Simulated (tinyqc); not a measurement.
Trench capacitor in an array: capacitance, non-linearity, leakage and relaxation: two steps of the calculation.

A film between two metal electrodes, each interface adding a series capacitance ci. The small-signal permittivity is ek (1 + aq E^2); the field is found with the linear permittivity. Leakage J = J0 sinh(E/Ef). After a voltage step the film passes a relaxation current kr C V tt^(-nr), tt being the time in seconds. The sidewall is a coaxial capacitor with radii a = dm/2 - t and b = dm/2, depth AR dm; the end face is left out.

Values chosen for this exercise; permittivity of the order of that of aluminium oxide:

| symbol | value | unit | meaning |
|---|---|---|---|
| ek | 9.66 |  | relative permittivity of the film |
| t | 24 | nm | film thickness |
| ci | 1000 | uF/cm^2 | capacitance of each electrode interface (dead layer and screening) |
| aq | 0.0044 | cm^2/MV^2 | quadratic field coefficient of the permittivity |
| V | 2 | V | bias |
| J0 | 4.7e-11 | A/cm^2 | leakage prefactor |
| Ef | 0.42 | MV/cm | field for an e-fold rise of the leakage |
| dm | 260 | nm | diameter of the hole |
| AR | 10 |  | aspect ratio, depth over diameter |
| pt | 570 | nm | pitch of the square array |
| rho | 400 | uohm cm | resistivity of the inner electrode |

Constants: eps0 = 8.8541878128e-14 F/cm where lengths are in cm. Results are converted to the units shown.

Question 1. Planar capacitance, field and non-linearity. Planar film: Cf = eps0 ek/t, 1/C = 1/Cf + 2/ci, EOT = 3.9 eps0/C, effective permittivity C t/eps0, E = (V/t) C/Cf; quadratic coefficient [C(V)/C - 1]/V^2 with Cf (1 + aq E^2) in C(V).

Wanted: Cf; C; EOT; effective permittivity; E; quadratic coefficient; J.

Answer 1.

Cf = 0.3564 uF/cm^2
C = 0.3561 uF/cm^2
EOT = 9.696 nm
effective permittivity = 9.653
E = 0.8327 MV/cm
quadratic coefficient = 762.3 ppm/V^2
J = 1.674e-10 A/cm^2

The interfaces take 0.0712 % of the voltage.

Question 2. Cell capacitance, fields and time constant. Per length 1/c = ln(b/a)/(2 pi eps0 ek) + (1/a + 1/b)/(2 pi ci); cell capacitance c AR dm; per footprint over pt^2; fields c V/(2 pi eps0 ek r) at r = a and b; resistance of the inner electrode rho AR dm/(pi a^2); time constant R C/3 of the distributed line.

Wanted: a; b; cell capacitance; capacitance per footprint; field at a; field at b; R; R C/3.

Answer 2.

a = 106.0 nm
b = 130.0 nm
cell capacitance = 6.841 fF
capacitance per footprint = 2.106 uF/cm^2
field at a = 0.9238 MV/cm
field at b = 0.7533 MV/cm
R = 0.2946 kohm
R C/3 = 0.6719 ps

The array gives 5.91 times the planar capacitance per footprint; curvature makes the field at the inner electrode 1.11 times the planar value.

Numbers from tinyqc (`OMP_NUM_THREADS=1 python tinyqc.py 2102172 2102173 out.jsonl`; about 0.01 s on one thread of a shared Intel Xeon 2.30GHz).
